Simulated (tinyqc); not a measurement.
Abrupt p-n junction, non-linear Poisson equation by Newton steps: one step of the calculation.

One dimension, p side on the left, n side on the right; net doping C = -Na for x < 0 and +Nd for x > 0. The potential psi is counted from the intrinsic level, and the quasi-Fermi potentials are flat: 0 for holes and -V for electrons, so n = ni exp((psi + V)/Vt) and p = ni exp(-psi/Vt) (Boltzmann statistics, full ionisation, no current).

Question. Converged densities, field and charge. n and p as above; field E_i = -(psi_(i+1) - psi_i)/h_i on each interval; charge on either side of the peak Q = eps0 eps_r |E|max (Gauss).

Inputs (values chosen for the exercise); band and dielectric values close to those of gallium phosphide: temperature T = 400 K; relative permittivity eps_r = 11.2; bias of the p side against the n side V = 0.89 V.

Constants: q = 1.602176634e-19 C, kB = 1.380649e-23 J/K, Vt = kB T/q, eps0 = 8.8541878128e-14 F/cm where lengths are in cm. Results are converted to the units shown.

```
node	x (nm)	converged psi (V)	net doping C (cm^-3)
0	-139	-0.97562434	-1.8e17
1	-104	-0.97548550	-1.8e17
2	-74.2	-0.97423858	-1.8e17
3	-48.6	-0.96504113	-1.8e17
4	-26.7	-0.91718389	-1.8e17
5	-8	-0.78618323	-1.8e17
6	8	-0.59369825	6e16
7	36	-0.31656623	6e16
8	85	-0.01445438	6e16
9	171	0.04562906	6e16
10	321	0.04775591	6e16
```

ni = 91822.013 cm^-3

Wanted: n; p; field E; peak |E|; charge Q.

Answer.

```
node	n (cm^-3)	p (cm^-3)
0	7658	1.800e17
1	7689	1.793e17
2	7972	1.729e17
3	1.041e4	1.324e17
4	4.173e4	3.303e16
5	1.866e6	7.386e14
6	4.968e8	2.775e12
7	1.541e12	8.943e8
8	9.870e15	1.397e5
9	5.641e16	2.444e4
10	6.000e16	2.297e4
```

field E, interval 0 to 9 (kV/cm): 0.0  -0.4  -3.6  -21.9  -70.1  -120.3  -99.0  -61.7  -7.0  -0.1
peak |E| = 120.3 kV/cm
charge Q = 119.3 nC/cm^2

Program tinyqc, `OMP_NUM_THREADS=1 python tinyqc.py 2000034 2000035 out.jsonl`; Intel Xeon 2.30GHz, shared host, one thread, about 0.03 s.
